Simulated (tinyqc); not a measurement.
Inside a calculation. Method: Rayleigh-quotient iteration on a symmetric matrix. Computed by tinyqc, a small Python program that keeps every step. Settings: method = rayleigh, shift = 1.59. Command: `OMP_NUM_THREADS=1 python tinyqc.py 24877 24878 out.jsonl` (the two numbers bound the seeds that draw the settings). One thread of a shared host (Intel(R) Xeon(R) Processor @ 2.60GHz), about 0.01 s of CPU time with the checks.

## Step 1

A:
```
[[0.181000, -0.092000, -0.157000],
 [-0.092000, 0.448000, -0.328000],
 [-0.157000, -0.328000, 0.738000]]
```

vector v at the start: [0.577350, 0.577350, 0.577350]

shift = 1.590000

solve (A - shift) w = v; v' = w/|w| with its largest component positive (the first on a tie); lambda = v'^T A v'; the next shift is lambda.

vector after step 1: [0.490604, 0.499022, 0.714342]

Rayleigh quotient after step 1 = 0.142780

## Step 2

As before.

vector after step 2: [0.853022, 0.414024, 0.317708]

Rayleigh quotient after step 2 = 0.046620

## Step 3

As before.

vector after step 3: [0.764979, 0.499307, 0.406816]

Rayleigh quotient after step 3 = 0.038498

## Course of the iteration

Stop when the residual |A v - lambda v| is below 1e-9.

Steps:
```
step      lambda  residual
1     0.14277990  2.64e-01
2     0.04662006  5.91e-02
3     0.03849831  1.24e-03
4     0.03849385  1.63e-08
5     0.03849385  4.97e-17
```

all eigenvalues, for comparison: [0.038494, 0.367979, 0.960527]

Converged in 5 steps.
